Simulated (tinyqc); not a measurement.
# Changing the development selectivity n

Model: chemically amplified photoresist: aerial image, acid generation, bake, development and line width. Computed by tinyqc, a small Python program. Command: `OMP_NUM_THREADS=1 python tinyqc.py 3015090 3015091 out.jsonl resist sweep`. One thread of a shared host (Intel(R) Xeon(R) Processor @ 2.30GHz), about 0.03 s of CPU time with the checks.

Lines and spaces of pitch p with a two-beam-like image; x = 0 is the middle of the bright space. The resist is positive and treated as uniform in depth.

Inputs (values chosen for the exercise, for a model resist at 13.5 nm):
```
quantity                                         value     unit
pitch p                                             39       nm
image contrast c                                  0.86        -
mean dose E                                       9.15  mJ/cm^2
Dill parameter C                                 0.047  cm^2/mJ
quencher load q, relative to the acid generator   0.15        -
acid diffusivity D                               0.032   nm^2/s
bake time t                                         60        s
amplification rate k_amp                          0.05      1/s
threshold protection m_th                         0.47        -
largest rate r_max                                 130     nm/s
smallest rate r_min                               0.11     nm/s
resist thickness d                                  40       nm
development time t_d                                30        s
```

Method:
- Dose E(x) = E [1 + c cos(2 pi x/p)]; acid h = 1 - exp(-C E(x)).
- Bake: the acid image is blurred by a Gaussian of variance sigma^2 = 2 D t (each Fourier term k of h, taken on 64 points, is multiplied by exp(-4 pi^2 k^2 D t/p^2)).
- The quencher then removes q, h_eff = max(h_blurred - q, 0); protection m = exp(-k_amp t h_eff).
- Mack rate r = r_max (a + 1)(1 - m)^n/(a + (1 - m)^n) + r_min, a = ((n + 1)/(n - 1))(1 - m_th)^n.
- Edge: vertical development clears the film where r t_d >= d; the space width is twice the x where r = d/t_d.
- Dose sensitivity = d ln(width)/d ln E from widths at 1.005 E and E/1.005; image log-slope at the edge = |d ln E/dx|, normalised by the width (NILS); latitude for 10 % of width = 10 %/sensitivity.

One run for each value:
```
development selectivity n  space width (nm)  dose sensitivity  dose latitude (%)
2                                    28.676           0.31705             31.541
3                                    27.330           0.34973             28.593
4                                    26.199           0.38370             26.062
6                                    24.529           0.44582             22.431
8                                    23.366           0.49883             20.047
12                                   21.835           0.58360             17.135
16                                   20.860           0.64830             15.425
24                                   19.682           0.74040             13.506
```

Describe and explain the trends.

Over the rows, space width (nm) falls from 28.7 to 19.7 (exponent d ln y / d ln x -0.12 between the first rows and -0.14 between the last); dose sensitivity rises from 0.317 to 0.740 (exponent d ln y / d ln x 0.24 between the first rows and 0.33 between the last); dose latitude (%) falls from 31.5 to 13.5 (exponent d ln y / d ln x -0.24 between the first rows and -0.33 between the last). A larger n moves the protection at which the film just clears towards m_th, so more acid is needed and the space narrows.

Caution (all rows): lateral development, standing waves and the joint diffusion of acid and quencher are left out, so widths are indicative.
